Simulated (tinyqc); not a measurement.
# Defect equilibria of an oxide against oxygen pressure (mass action), step by step

A worked calculation. Computed by tinyqc, a small Python program that keeps every step. Command: `OMP_NUM_THREADS=1 python tinyqc.py 3029587 3029588 out.jsonl brouwer walk`. One thread of a shared host (Intel(R) Xeon(R) Processor @ 2.30GHz), about 0.01 s of CPU time with the checks. Intermediate numbers are printed to about 6 digits and carried at full precision; extremes and crossings named in words are read from the listed rows.

Defects: oxygen vacancies V (charge +2), electrons n, holes p, the ionic partner X = O_i'' (charge -2), and the dopant. Activities are taken equal to concentrations.

Inputs (values chosen for the exercise, for a model oxide):

| quantity | value | unit |
|---|---|---|
| reduction enthalpy H_r | 4.88 | eV |
| prefactor K_r0 | 8.7e+70 | cm^-9 atm^(1/2) |
| gap E_g | 2.35 | eV |
| prefactor N_c N_v | 3e+40 | cm^-6 |
| disorder enthalpy H_s | 2.78 | eV |
| prefactor K_s0 | 4.7e+44 | cm^-6 |
| dopant density N_d | 6.2e+19 | cm^-3 |
| temperature T | 1400 | K |
| oxygen pressure P | 1e-16 | atm |
| electron mobility mu_n | 0.88 | cm^2/(V s) |
| hole mobility mu_p | 0.17 | cm^2/(V s) |
| vacancy diffusion prefactor D_0 | 0.18 | cm^2/s |
| vacancy migration energy E_m | 0.64 | eV |

Ionic disorder: anion Frenkel. Dopant (singly charged, fully ionised): donor.

Constants: k_B = 8.617333262e-05 eV/K; e = 1.602176634e-19 C.

## Equilibrium constants

K_r = K_r0 exp(-H_r/k_B T) = [V] n^2 P^(1/2); K_i = N_c N_v exp(-E_g/k_B T) = n p; K_s = K_s0 exp(-H_s/k_B T) = [X] [V].

K_r = 2.35664e+53 cm^-9 atm^(1/2)

K_i = 1.04110e+32 cm^-6

K_s = 4.61890e+34 cm^-6

## Trial electron densities

Neutrality: 2 [V] + p + N_d = n + 2 [X]. With n as the unknown, [V] = K_r/(n^2 P^(1/2)), p = K_i/n, [X] = K_s/[V]; the log ratio is ln(positive/negative).

Densities (cm^-3):

| n | [V] | p | [X] | log ratio |
|---|---|---|---|---|
| 1.00e+19 | 2.35664e+23 | 1.04110e+13 | 1.95995e+11 | 10.7609 |
| 1.00e+20 | 2.35664e+21 | 1.04110e+12 | 1.95995e+13 | 3.8660 |
| 1.00e+21 | 2.35664e+19 | 1.04110e+11 | 1.95995e+15 | -2.2152 |
| 1.00e+22 | 2.35664e+17 | 1.04110e+10 | 1.95995e+17 | -5.0757 |
| 1.00e+23 | 2.35664e+15 | 1.04110e+09 | 1.95995e+19 | -7.3861 |

## Solution at the given pressure

The root is found by 60 bisections in ln n between n = 1e-10 and 1e25 cm^-3.

n = 3.83116e+20 cm^-3

[V] = 1.60558e+20 cm^-3

p = 2.71746e+11 cm^-3

[X] = 2.87678e+14 cm^-3

The largest terms give the Brouwer balance 2 [V] = n; the smaller of the two terms is 84 % of the total charge of one sign, so the point lies near a boundary between regimes. Caution: one of n, p, [V] and [X] is above 2e20 cm^-3, near 1 % of the sites of a usual oxide, where defects associate and the ideal mass-action laws fail. Caution: the carrier density is near sqrt(N_c N_v), where the carriers are degenerate and n p = K_i fails.

## Conductivities

sigma_n = e n mu_n, sigma_p = e p mu_p, sigma_ion = 2 e [V] mu_V with mu_V = 2 e D/(k_B T) and D = D_0 exp(-E_m/k_B T); only the oxygen vacancies carry ionic current, and the ionic transport number is sigma_ion over the total.

sigma_n = 54.0161 S/cm

sigma_p = 7.40155e-09 S/cm

sigma_ion = 0.762563 S/cm

total conductivity = 54.7786 S/cm

ionic transport number = 0.0139208

The conductor is mainly n-type electronic here.

## Brouwer diagram

The slope is d log n / d log P from this row and the one above; the last column names the largest term on each side. Pressures that give more than 3e21 cm^-3 are left out.

Log10 of the densities in cm^-3:

| log10 P (atm) | n | [V] | p | [X] | slope of n | balance |
|---|---|---|---|---|---|---|
| -20 | 21.2298 | 20.9126 | 10.7877 | 13.7519 | - | 2 [V] = n |
| -16 | 20.5833 | 20.2056 | 11.4342 | 14.4589 | -0.161624 | 2 [V] = n |
| -12 | 20.0206 | 19.3311 | 11.9969 | 15.3335 | -0.140680 | N_d = n |
| -8 | 19.7996 | 17.7732 | 12.2179 | 16.8913 | -0.055265 | N_d = n |
| -4 | 19.7125 | 15.9472 | 12.3050 | 18.7173 | -0.021754 | N_d = n |
| 0 | 19.0556 | 15.2611 | 12.9619 | 19.4034 | -0.164234 | N_d = 2 [X] |

Regimes: 2 [V] = n from log P = -20 to -16, where that balance predicts a slope of -1/6 and the table comes as close as -0.162; N_d = n from log P = -12 to -4, where that balance predicts a slope of 0 and the table comes as close as -0.022; N_d = 2 [X] at log P = 0 alone (slope -1/4 deep inside that regime). Rows with n or p near or above sqrt(N_c N_v) are degenerate, and n p = K_i is then only nominal.

## Conductivity against oxygen pressure

The formulas are those given above.

Log10 of the conductivities in S/cm:

| log10 P (atm) | n-type | p-type | ionic | total | ionic transport number |
|---|---|---|---|---|---|
| -20 | 2.37902 | -8.77717 | 0.58928 | 2.38601 | 0.0159687 |
| -16 | 1.73252 | -8.13068 | -0.11772 | 1.73861 | 0.0139208 |
| -12 | 1.16980 | -7.56796 | -0.99229 | 1.17278 | 0.0068380 |
| -8 | 0.94874 | -7.34690 | -2.55017 | 0.94888 | 0.0003169 |
| -4 | 0.86173 | -7.25988 | -4.37613 | 0.86173 | 0.0000058 |
| 0 | 0.20479 | -6.60295 | -5.06226 | 0.20480 | 0.0000054 |

The ionic transport number stays at or below about 0.016: no electrolytic window. The total has no minimum inside this range.

Checks made by the program: the three mass-action laws (relative difference below 1e-10).
